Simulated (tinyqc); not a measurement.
Frequency dispersion of an accumulation capacitance by border traps, distributed model: one step of the calculation.

Traps spread evenly through the insulator exchange electrons with the semiconductor by tunnelling, with tau(x) = t0 exp(2 ka x) at depth x from the interface. The admittance per area Y seen at depth x obeys dY/dx = -Y^2/(i w eps0 eox) + q Nb ln(1 + i w tau)/tau, with Y(0) = i w Cs and w = 2 pi f; the gate sees Y(tox) = G + i w C. Working variable y = Y/(i w), in uF/cm^2. Cox = eps0 eox/tox.

Problem. Midpoint steps through the active depth. In terms of y: dy/dx = -y^2/(eps0 eox) + s(x), s = q Nb ln(1 + z)/z, z = i w tau. 11 midpoint steps of h = xe/11: y_half = y + (h/2) y'(x, y), y(new) = y + h y'(x + h/2, y_half).

Values chosen for this exercise; permittivity close to that of silicon dioxide: relative permittivity of the insulator eox = 3.76; semiconductor capacitance in accumulation Cs = 2.7 uF/cm^2; density of border traps Nb = 2.6e19 cm^-3 eV^-1; decay constant of the wave function in the insulator ka = 5.3 1/nm; time constant of a trap at the interface t0 = 6e-11 s; frequency f = 1e5 Hz; depth down to which the steps are taken xe = 1.4 nm.

Constants: q = 1.602176634e-19 C, eps0 = 8.8541878128e-14 F/cm where lengths are in cm. Results are converted to the units shown.

Wanted: x; s; y.

Solution.

| point | x (nm) | s (uF/(cm^2 nm)) | y (uF/cm^2) |
|---|---|---|---|
| 0 | 0 | 0.41657-0.00001i | 2.7000+0.0000i |
| 1 | 0.12727 | 0.41657-0.00003i | 2.4971+0.0000i |
| 2 | 0.25455 | 0.41657-0.00012i | 2.3291+0.0000i |
| 3 | 0.38182 | 0.41657-0.00045i | 2.1883+0.0000i |
| 4 | 0.50909 | 0.41656-0.00173i | 2.0689-0.0001i |
| 5 | 0.63636 | 0.41642-0.00667i | 1.9669-0.0005i |
| 6 | 0.76364 | 0.41447-0.02553i | 1.8790-0.0021i |
| 7 | 0.89091 | 0.38879-0.08937i | 1.8019-0.0078i |
| 8 | 1.0182 | 0.24335-0.16732i | 1.7255-0.0239i |
| 9 | 1.1455 | 0.08427-0.11582i | 1.6363-0.0390i |
| 10 | 1.2727 | 0.02345-0.05053i | 1.5454-0.0437i |
| 11 | 1.4000 | 0.00619-0.01846i | 1.4608-0.0426i |

Numbers from tinyqc (`OMP_NUM_THREADS=1 python tinyqc.py 2202228 2202229 out.jsonl`; about 0.6 s on one thread of a shared Intel Xeon 2.30GHz).
